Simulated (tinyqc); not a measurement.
From transmission D(E_F) back to tunnelling mass m: leakage currents through a thin dielectric. Computed by tinyqc, a small Python program. Command: `OMP_NUM_THREADS=1 python tinyqc.py 3005494 3005495 out.jsonl leak inv`. One thread of a shared host (Intel(R) Xeon(R) Processor @ 2.30GHz), about 0.01 s of CPU time with the checks.

Electrons leave an electrode with Fermi energy E_F above its band bottom; barriers are counted from the Fermi level, and both electrodes are alike.

Inputs (values chosen for the exercise, modelled on a low-k dielectric): barrier height phi_B = 2.46 eV; thickness t = 1.4 nm; voltage V = 0.26 V.

Stack: single layer.

Constants: m_0 = 9.1093837015e-31 kg; e = 1.602176634e-19 C; hbar = 1.054571817e-34 J s.

Method. Field F = V/t; equivalent oxide thickness 3.9 t/k. WKB: a layer of mass m, field F and barrier b(x) = b_0 - e F x gives the exponent (4 sqrt(2 m)/(3 hbar e F)) [b_0^(3/2) - max(b_0 - e F t, 0)^(3/2)] for b_0 > 0; b_0 = barrier - (E - E_F); the transmission is D(E) = exp(-sum of exponents), without image force.

Problem. A run gave the result below. Find the tunnelling mass m, known to lie between 0.36 and 0.7 m_0.

transmission D(E_F) = 3.128442e-07

Solution.

Each step takes the trial c = (a f_b - b f_a)/(f_b - f_a), f being the result less the target and a, b, c the logarithms of the listed values; c replaces end b, the old b replaces a if the sign of f changed, and otherwise f_a is halved.

Scan of the range:
```
tunnelling mass m (m_0)  transmission D(E_F)
0.360                            1.97254e-06
0.402                            9.36297e-07
0.449                            4.25339e-07
0.502                            1.83311e-07
0.561                            7.55608e-08
0.627                            2.95814e-08
0.700                            1.10865e-08
```

False position (Illinois rule, in the logarithm of the input) inside the bracket:
```
step     end a     end b     trial  transmission D(E_F)
1     0.449000  0.502000  0.472900          2.89310e-07
2     0.449000  0.472900  0.465721          3.24480e-07
3     0.472900  0.465721  0.468084          3.12425e-07
4     0.465721  0.468084  0.468001          3.12837e-07
5     0.465721  0.468001  0.467999          3.12851e-07
6     0.468001  0.467999  0.468000          3.12844e-07
```

Transmission D(E_F) falls at every point of a 13-point scan of the range (every second point is shown), so one value fits; it is bracketed by 0.449 and 0.502. Answer: tunnelling mass m = 0.4680 m_0.
